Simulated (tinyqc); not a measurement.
Strain, valley repopulation and piezoresistance in a many-valley conduction band: one step, computed by the program tinyqc. Command: `OMP_NUM_THREADS=1 python tinyqc.py 3023278 3023279 out.jsonl valleys walk`. One thread of a shared host (Intel(R) Xeon(R) Processor @ 2.30GHz), about 0.04 s of CPU time with the checks.

Valleys are ellipsoids with mass m_l along the axis a and m_t across it, parabolic, with one constant relaxation time; strain shifts the valleys and leaves the masses alone. Currents are taken along [111], along the load, and along [1-10], across the load.

Problem. Linear piezoresistance coefficients. Each of the 4 valleys holds n_v = N_v (2/sqrt(pi)) F_1/2((E_F - dE_v)/(k_B T)), N_v = 2 (m_d k_B T/(2 pi hbar^2))^(3/2), m_d = (m_l m_t^2)^(1/3); E_F solves sum n_v = n and is counted from the unstrained edge. F_j(eta) = int_0^infinity x^j/(1 + exp(x - eta)) dx, without a gamma-function factor. It is evaluated after integrating by parts. Integrals over x = E/(k_B T) use 160 Gauss-Legendre points in u = sqrt(x) from 0 to sqrt(max(eta, 0) + 32). With eta_0 the reduced Fermi level without strain, r = F_-1/2(eta_0)/(2 F_1/2(eta_0)) (1 for a classical gas) and c = r (Xi_u/k_B T) (m_l - m_t)/(2 m_l + m_t): pi44 = -c S44/3, pi11 = pi12 = 0.

Inputs (values chosen for the exercise, modelled on germanium):

| quantity | value | unit |
|---|---|---|
| longitudinal mass m_l | 1.62 | m_0 |
| transverse mass m_t | 0.0804 | m_0 |
| shear deformation potential Xi_u | 16.4 | eV |
| C11 | 127 | GPa |
| C12 | 48.3 | GPa |
| C44 | 66.4 | GPa |
| electron density n | 1.6e+19 | 1/cm^3 |
| temperature T | 150 | K |

Valley axes: <111> (4 valleys). Load: uniaxial [111].

Constants: k_B = 8.617333262e-05 eV/K; m_0 = 9.1093837015e-31 kg; k_B = 1.380649e-23 J/K; hbar = 1.054571817e-34 J s.

Give: eta_0; degeneracy factor r; pi11; pi12; pi44.

Solution.

eta_0 = 2.956

degeneracy factor r = 0.4171

pi11 = 0 1e-11/Pa

pi12 = 0 1e-11/Pa

pi44 = -123.2 1e-11/Pa

Degeneracy lowers the coefficients to 42 % of the classical value.
